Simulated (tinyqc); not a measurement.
Born-von Karman spring model of a cubic crystal with one atom per cell: one step, computed by the program tinyqc.

First neighbours lie at a/2 (1,1,0) (12 of them), second at a (1,0,0) (6), with all permutations and signs; the volume per atom is Omega = a^3/4.

Problem. Sound velocities. rho = M/Omega and v = sqrt(C/rho), with C = C11, C44, C44 along [100]; (C11 + C12 + 2 C44)/2, C44, (C11 - C12)/2 along [110]; (C11 + 2 C12 + 4 C44)/3 and twice (C11 - C12 + C44)/3 along [111].

Inputs (values chosen for the exercise, for a model crystal): lattice constant a = 3.21 angstrom; atomic mass M = 192 u.

Lattice: fcc.

C11 = 67.98020 GPa

C44 = 24.12748 GPa

C12 = 17.09987 GPa

Constants: u = 1.6605390666e-27 kg.

Give: density rho; Velocities (m/s).

Solution.

density rho = 38556 kg/m^3

Velocities (m/s):
```
direction  longitudinal  transverse 1  transverse 2
[100]              1328         791.1         791.1
[110]              1315         791.1         812.3
[111]              1311         805.3         805.3
```

Along [110] the two transverse waves differ by a factor sqrt(2 C44/(C11 - C12)) = 0.974.
